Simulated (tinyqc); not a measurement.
Worked calculation: interdiffusion in a binary couple: Darken equations, Kirkendall shift and Boltzmann-Matano analysis. Computed by tinyqc, a small Python program that keeps every step. Command: `OMP_NUM_THREADS=1 python tinyqc.py 3006444 3006445 out.jsonl darken walk`. One thread of a shared host (Intel(R) Xeon(R) Processor @ 2.30GHz), about 0.04 s of CPU time with the checks. Intermediate numbers are printed to about 5 digits and carried at full precision; extremes and crossings named in words are read from the listed rows.

x is the mole fraction of B; the molar volume is constant, and the two halves are long enough to count as infinite.

Inputs (values chosen for the exercise, for a model alloy A-B):

| quantity | value | unit |
|---|---|---|
| tracer diffusivity D*_A(0) | 7.1e-15 | m^2/s |
| tracer diffusivity D*_B(0) | 1.3e-14 | m^2/s |
| slope k of ln D* with x | -0.81 | - |
| regular-solution parameter W | -0.11 | eV |
| temperature T | 1500 | K |
| left composition x_L | 0.37 | - |
| right composition x_R | 0.82 | - |
| time t | 920000 | s |
| composition x for the local step | 0.48 | - |

Vacancy-wind correction: none.

Constants: k_B = 8.617333262e-05 eV/K.

## Diffusivities at one composition

D*_i(x) = D*_i(0) exp(k x); thermodynamic factor Phi = 1 - 2 W x (1 - x)/(k_B T); intrinsic D_i = D*_i Phi; interdiffusion D~ = x D_A + (1 - x) D_B.

thermodynamic factor Phi = 1.4248

intrinsic D_A = 6.8575e-15 m^2/s

intrinsic D_B = 1.2556e-14 m^2/s

interdiffusion coefficient D~ at the local x = 9.8207e-15 m^2/s

A negative W (tendency to order or compound) speeds mixing: Phi is above 1.

## Composition profile

With lambda = z/sqrt(t), the profile solves d/dlambda (D~ dx/dlambda) + (lambda/2) dx/dlambda = 0 with x = x_L and x_R far to the left and right; z = 0 is the original interface. It is solved as a boundary-value problem in y = lambda/sqrt(D~ at the mean composition) on -12 < y < 12 (collocation, tolerance 1e-8). The last column is the error-function profile for a constant D~ taken at the mean composition.

D~ at the mean composition = 8.2641e-15 m^2/s

Profile at time t:

| y | z (um) | x | dx/dz (1/um) | x for constant D~ |
|---|---|---|---|---|
| -3.0 | -261.59 | 0.38198 | 0.0001872 | 0.37763 |
| -2.0 | -174.39 | 0.41039 | 0.0004975 | 0.40539 |
| -1.5 | -130.79 | 0.43685 | 0.0007229 | 0.43499 |
| -1.0 | -87.20 | 0.47385 | 0.0009770 | 0.47789 |
| -0.5 | -43.60 | 0.52199 | 0.0012271 | 0.53283 |
| 0.0 | 0.00 | 0.58004 | 0.0014209 | 0.59500 |
| 0.5 | 43.60 | 0.64400 | 0.0014846 | 0.65717 |
| 1.0 | 87.20 | 0.70649 | 0.0013441 | 0.71211 |
| 1.5 | 130.79 | 0.75811 | 0.0009966 | 0.75501 |
| 2.0 | 174.39 | 0.79231 | 0.0005766 | 0.78461 |
| 3.0 | 261.59 | 0.81700 | 0.0000900 | 0.81237 |

At the original interface x = 0.5800, against the mean 0.5950. D~ is 0.469 times as large at x_R as at x_L, so the profile is flatter and reaches further on the left.

## Boltzmann-Matano quantities at composition x

Read from the profile: the position z(x), the area -int_(x_L)^x z dx and the slope.

position z(x) = -81.018 um

area -int z dx from x_L to the local x = 18.317 um

slope dx/dz at the local x = 0.0010136 1/um

## Boltzmann-Matano diffusivity

D~(x) = area/(2 t slope), with z counted from the original interface (the Matano plane); 1 um^2 = 1e-12 m^2.

D~ from the profile = 9.8207e-15 m^2/s

It returns the value of D~ 9.8207e-15 m^2/s that went in.

## Kirkendall markers

Lattice planes move with v = (D_B - D_A) dx/dz; markers from the original interface stay at one composition, where z_K = 2 t v.

marker position z_K = 13.723 um

composition at the markers = 0.59982

number of solutions = 1

The markers move towards the B-rich side, the side that loses atoms of the faster species (B); vacancies flow the same way and may condense there as voids.

Checks made by the program: mass balance about the original interface (Matano plane at z = 0) (relative difference below 1e-10); Boltzmann-Matano against the Darken value (relative difference 1e-07).
